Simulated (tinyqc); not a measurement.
Inside a calculation. Model: Finnis-Sinclair potential for a bcc metal: fit to cohesion and elasticity, then vacancy, surfaces and structure. Computed by tinyqc, a small Python program that keeps every step. Command: `OMP_NUM_THREADS=1 python tinyqc.py 3112202 3112203 out.jsonl fsfit walk`. One thread of a shared host (Intel(R) Xeon(R) Processor @ 2.30GHz), about 0.01 s of CPU time with the checks. Intermediate numbers are printed to about 7 digits and carried at full precision; extremes and crossings named in words are read from the listed rows.

E = (1/2) sum V(r) - A sqrt(rho), rho = sum phi(r), phi = (r - d)^2 for r < d, V = (r - c)^2 (c0 + c1 r + c2 r^2) for r < c. In bcc the 8 first neighbours lie at sqrt(3) a/2 and the 6 second at a; both cut-offs lie below the third shell; Omega = a^3/2; E is per atom and z the number of atoms in a shell. The four constants A, c0, c1, c2 are fitted to E_c, zero pressure, B and C12 - C44 alone, so C44 and C11 - C12 are not matched singly; defects are unrelaxed.

Inputs (values chosen for the exercise, modelled on niobium):
```
quantity,value,unit
lattice constant a,3.3,angstrom
cohesive energy E_c,7.64,eV
target C11,246,GPa
target C12,132,GPa
target C44,29.7,GPa
density cut-off d/a,1.187,-
pair cut-off c/a,1.26,-
```

Constants: 1 eV/angstrom^3 = 160.2176634 GPa; 1 eV/angstrom^2 = 16.02176634 J/m^2.

## Density sums and the constant A

rho = sum z phi, rho1 = sum z r phi', rho2 = sum z r^2 phi''. At zero pressure the effective pair part V + 2 F' phi obeys C12 = C44, so C12 - C44 = F'' (rho1/3)^2/Omega with F'' = A/(4 rho^(3/2)); this gives A.

rho = 11.26039 angstrom^2

rho1 = -72.87103 angstrom^2

rho2 = 261.36 angstrom^2

A = 2.939001 eV/angstrom

## Three linear equations for c0, c1, c2

With v_k = (r - c)^2 r^k the rows are (1/2) sum z v_k, (1/2) sum z r v_k' and (1/2) sum z r^2 v_k''. With rho1 = sum z r phi' and rho2 = sum z r^2 phi'' the right-hand sides are: -E_c + A sqrt(rho) (cohesion); A rho1/(2 sqrt(rho)) (zero pressure); 9 B Omega + A [rho2/(2 sqrt(rho)) - rho1^2/(4 rho^(3/2))] with B = (C11 + 2 C12)/3.

matrix:
```
,c0,c1,c2
cohesion,8.9697,26.6108,79.2726
pressure,-46.7130,-114.4005,-269.2344
bulk modulus,130.6800,120.3335,-307.3566
```

right-hand side (eV): [2.2223, -31.9116, 182.7876]

## Solution

Solve the three equations.

c0, c1, c2 (eV/angstrom^2, eV/angstrom^3, eV/angstrom^4): [-2.472759, 2.686872, -0.594121]

## Elastic constants of the fitted potential

Second differences of E with strains of 1e-4: e_xx gives C11, (e_xx, e_yy) = (1, -1) gives 2 (C11 - C12), an engineering shear gives C44. B and C12 - C44 are fitted; the one combination left tests the choice of d.

C11 = 258.4216 GPa

C12 = 125.7892 GPa

C44 = 23.48917 GPa

error of C44 = -20.91188 %

error of C' = (C11 - C12)/2 = 16.34426 %

C44 comes out low and C' high: with B and C12 - C44 fixed, C44 + 2 C'/3 is fixed too, so the two errors have opposite signs.

## Unrelaxed vacancy

E_v = -A sum_shells z [sqrt(rho - phi(r)) - sqrt(rho)] - (1/2) sum z V(r): the neighbours lose one bond each, and the atom is put back in the bulk.

V at the two shells (eV): [0.5975602, -0.0559948]

phi at the two shells (angstrom^2): [1.121939, 0.380812]

vacancy energy E_v = 2.820587 eV

E_v/E_c = 0.3691868

A pair potential would give E_v = E_c; the square root lowers the ratio to 0.37.

## Unrelaxed surfaces

An atom in layer i below the surface keeps only neighbours no higher than the top layer; gamma = sum_i (E_i + E_c)/(area per surface atom), with layer spacings a/2, a/sqrt2 and areas a^2, a^2/sqrt2 for (100) and (110).

Excess energy by layer (eV):
```
face,layer 1,layer 2,layer 3
(100),1.264739,0.196196,0
(110),0.876557,0.000000,0
```

gamma(100) = 2.149381 J/m^2

gamma(110) = 1.823802 J/m^2

gamma(100)/gamma(110) = 1.18.

## bcc against fcc

E of each lattice against the volume per atom, as a multiple of Omega; all neighbours inside the cut-offs are summed.

Energies (eV/atom):
```
V/Omega,bcc,fcc,fcc less bcc (meV)
0.80,-7.223698,-7.028311,195.3870
0.84,-7.377367,-7.117616,259.7515
0.88,-7.494639,-7.193197,301.4428
0.92,-7.576532,-7.254051,322.4806
0.96,-7.624434,-7.306069,318.3645
1.00,-7.640000,-7.354930,285.0696
1.05,-7.616804,-7.395922,220.8818
1.10,-7.549835,-7.396894,152.9409
1.20,-7.300902,-7.286578,14.3244
```

The lowest fcc row, at V/Omega = 1.1, lies +243 meV from the bcc minimum: the fit keeps bcc stable, though nothing in it asked for that.

Checks made by the program: B and C12 - C44 recovered (relative difference 5e-08).
